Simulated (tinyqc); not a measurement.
# Free and trapped electrons in a MOS channel with a dense trap tail: two studies

p-type body, charge-sheet picture, full ionisation (an idealisation for deep acceptors), Boltzmann statistics for free electrons. e = Ec - EF at the surface. Acceptor-like traps of density D(E) = D0 + De exp(-E/Ew) at depth E below Ec, from 0 to Eu, hold n_t = integral of D(E)/(1 + exp((e - E)/Vt)). psi = Eg - Vt ln(Nv/Na) - e; N_dep = sqrt(2 eps0 eps_r Na (psi - Vt)/q); n_f = sqrt(N_dep^2 + 2 eps0 eps_r Vt Nc exp(-e/Vt)/q) - N_dep; Vg = Vfb + psi + q (N_dep + n_t + n_f)/Cox, Cox = eps0 eox/tox.

Values chosen for this exercise; band and dielectric values close to those of 4H silicon carbide: temperature T = 250 K; band gap Eg = 3.22 eV; relative permittivity eps_r = 9.68; conduction-band density of states at T Nc = 1.27e19 cm^-3; valence-band density of states at T Nv = 1.91e19 cm^-3; relative permittivity of the insulator eox = 3.9; insulator thickness tox = 28 nm; acceptor density Na = 1.7e16 cm^-3; flat-band voltage without trapped charge Vfb = -2.8 V; constant background density of acceptor-like traps D0 = 1.2e10 cm^-2 eV^-1; density of the tail at the conduction edge De = 1.7e13 cm^-2 eV^-1; decay energy of the tail Ew = 0.13 eV; depth below Ec down to which the traps reach Eu = 0.59 eV; mobility of free electrons mf = 78 cm^2/(V s).

Constants: q = 1.602176634e-19 C, kB = 1.380649e-23 J/K, Vt = kB T/q, eps0 = 8.8541878128e-14 F/cm where lengths are in cm. Results are converted to the units shown.

Each table varies one quantity; the others keep the values above.

## Free and trapped charge against gate voltage

Free share n_f/(n_f + n_t); swing ln 10 n_f/(dn_f/dVg); field-effect mobility mf q (dn_f/dVg)/Cox, for a constant mf; oxide field q (N_dep + n_t + n_f)/(eps0 eox).

Free and trapped charge against gate voltage:
```
Vg (V),e (eV),n_f (cm^-2),n_t (cm^-2),free share (%),swing (mV/decade),field-effect mobility (cm^2/(V s)),oxide field (MV/cm)
1.1,0.3179,8.090e5,1.801e11,4.492e-4,158.7,0.001189,0.4105
1.8,0.1738,6.356e8,5.889e11,0.1078,362.7,0.4088,0.6090
2.5,0.1007,1.846e10,1.045e12,1.736,639.3,6.736,0.8329
3.2,0.05768,1.257e11,1.438e12,8.041,1143,25.65,1.068
3.9,0.03127,3.703e11,1.708e12,17.82,1957,44.16,1.308
4.6,0.01311,7.216e11,1.880e12,27.74,2973,56.64,1.552
5.3,-5.712e-4,1.142e12,1.986e12,36.52,4129,64.55,1.797
6,-0.01143,1.606e12,2.051e12,43.92,5403,69.37,2.043
6.7,-0.02034,2.096e12,2.091e12,50.06,6769,72.26,2.290
```

What does the comparison show?

n_f reaches 1e11 cm^-2 at Vg = 3.09 V, against 1.29 V without traps. The free share rises from 4.49e-4 to 50.1 % and the field-effect mobility rises from 0.00119 to 72.3 cm^2/(V s), although mf = 78 is constant: in the last row 92.6 % of Cox dVg goes into free electrons. The swing in the first row is 159 mV a decade (Vt ln 10 = 49.6). For Vg = 3.9, 4.6, 5.3, 6, 6.7 EF lies less than 2 Vt below the band edge, or above it, where degeneracy and confinement, left out, matter.

## Effect of the decay energy of the tail

VT is the Vg for n_f = 1e11 cm^-2; swing ln 10 n_f/(dn_f/dVg) at n_f = 1e8 cm^-2; the last three columns are for Vg = VT + 2.2 V, with free share n_f/(n_f + n_t) and field-effect mobility mf q (dn_f/dVg)/Cox; there EF is near the band edge, where Boltzmann statistics are rough.

Results:
```
Ew (eV),e at VT (eV),VT (V),q n_t/Cox at VT (V),swing (mV/decade),n_f (cm^-2),free share (%),field-effect mobility (cm^2/(V s))
0.03,0.06298,1.448,0.1551,61.46,1.437e12,77.71,71.03
0.05,0.06298,1.691,0.3985,80.18,1.323e12,64.88,68.81
0.07,0.06298,2.003,0.7102,119.9,1.250e12,54.80,67.24
0.09,0.06298,2.352,1.059,171.6,1.200e12,47.04,66.07
0.11,0.06298,2.719,1.427,226.9,1.164e12,41.07,65.18
0.15,0.06298,3.460,2.167,332.7,1.116e12,32.77,63.91
0.17,0.06298,3.818,2.525,380.2,1.099e12,29.86,63.45
```

Estimate the missing row, Ew = 0.13 eV.

Computed row:
```
Ew (eV),e at VT (eV),VT (V),q n_t/Cox at VT (V),swing (mV/decade),n_f (cm^-2),free share (%),field-effect mobility (cm^2/(V s))
0.13,0.06298,3.091,1.799,281.3,1.137e12,36.42,64.48
```

With this row back in the table: As Ew goes from 0.03 to 0.17, VT rises from 1.45 to 3.82 V, its part due to traps rises from 0.155 to 2.52 V, the swing rises from 61.5 to 380 mV/decade and the field-effect mobility falls from 71.0 to 63.4 cm^2/(V s).

tinyqc, about 0.02 s, one thread, Intel Xeon 2.30GHz (shared host): `OMP_NUM_THREADS=1 python tinyqc.py 2222046 2222047 out.jsonl`
